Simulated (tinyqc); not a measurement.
Inside a calculation. Model: Holstein polaron on two sites. Computed by tinyqc, a small Python program that keeps every step. Command: `OMP_NUM_THREADS=1 python tinyqc.py 3013459 3013460 out.jsonl holstein walk`. One thread of a shared host (Intel(R) Xeon(R) Processor @ 2.30GHz), about 0.01 s of CPU time with the checks. Intermediate numbers are printed to about 6 digits and carried at full precision; extremes and crossings named in words are read from the listed rows.

One electron on sites 1 and 2: H = -t (c1+ c2 + c2+ c1) + hbar omega sum_i b_i+ b_i - g hbar omega sum_i n_i (b_i + b_i+). The symmetric phonon shifts the energy by -g^2 hbar omega/2 and drops out; with b = (b_1 - b_2)/sqrt(2) there remains H = -t sigma_x + hbar omega b+ b - (g hbar omega/sqrt(2)) sigma_z (b + b+). Parity splits it into blocks p = +1 and -1 over phonon numbers n. Zero-point energies are left out. Weights Z refer to mode b alone; the displaced symmetric mode multiplies the full zero-phonon weight by exp(-g^2/2).

Inputs (values chosen for the exercise, for a model dimer):
```
quantity                  value  unit
hopping t                   210   meV
phonon energy hbar omega    136   meV
coupling g                    3     -
phonon levels kept N          3     -
```

## Energy scales

Polaron binding energy E_p = g^2 hbar omega; ratio E_p/t (the adiabatic potential has two wells when it exceeds 1); adiabaticity hbar omega/t.

E_p = 1224 meV

E_p/t = 5.82857

hbar omega/t = 0.647619

## The even block in a small basis

Block p: H_nn = n hbar omega - p t (-1)^n - g^2 hbar omega/2, H_(n,n+1) = -(g hbar omega/sqrt(2)) sqrt(n + 1). Take p = +1 and n = 0..N-1.

H, even block (meV):
```
          1         2         3
1  -822.000  -288.500     0.000
2  -288.500  -266.000  -408.000
3     0.000  -408.000  -550.000
```

## Levels in the small basis

Diagonalise H; the eigenvector has its largest component positive; Z is the weight of n = 0.

levels (meV): -1025.39  -699.54  86.93

lowest eigenvector: 0.732625  0.516493  0.443277

Z in the small basis = 0.536740

## Converged results

Use 60 levels in both blocks; Z = c_0^2 is the weight of n = 0 in the ground state c; the splitting is the lowest odd level less the lowest even one, which without coupling is the smaller of 2t and hbar omega; <sigma_x> = sum (-1)^n c_n^2 measures the kinetic energy.

ground-state energy = -1243.20 meV

weight Z of n = 0 in mode b = 0.0196016

mean phonon number in b = 4.33415

splitting = 0.0801294 meV

splitting/(2t) = 1.90784e-04

<sigma_x> = 0.182996

The small basis misses the ground-state energy by 218 meV. The splitting has collapsed while <sigma_x> stays much larger: the electron still makes virtual hops, but drags its distortion only slowly.

## Approximations to the ground state

Second order: E = -t - E_p/2 - (E_p/2) hbar omega/(hbar omega + 2t). Lang-Firsov: E = -E_p - t exp(-g^2). Variable displacement: E(x) = -E_p/2 - t exp(-g^2 x^2) - (E_p/2)(2x - x^2), minimised over 0 <= x <= 1. Adiabatic, classical lattice: E = -E_p/2 - t for E_p < t, else -E_p - t^2/(2 E_p); it leaves out the change of zero-point energy.

Ground-state energy (meV):
```
method                        E  E - exact
second order in g       -971.70    271.506
Lang-Firsov            -1224.03     19.178
variable displacement  -1224.03     19.178
adiabatic, classical   -1242.01      1.190
```

best displacement x = 0.99962

Closest here is adiabatic, classical (+1.19 meV), furthest second order in g (+271.51 meV), at hbar omega/t = 0.65 and E_p/t = 5.83. Lang-Firsov and variable displacement are variational and lie above the exact value.

Checks made by the program: 60 against 80 levels (relative difference below 1e-10); Hellmann-Feynman: dE/dt = -<sigma_x> (relative difference 9e-10).
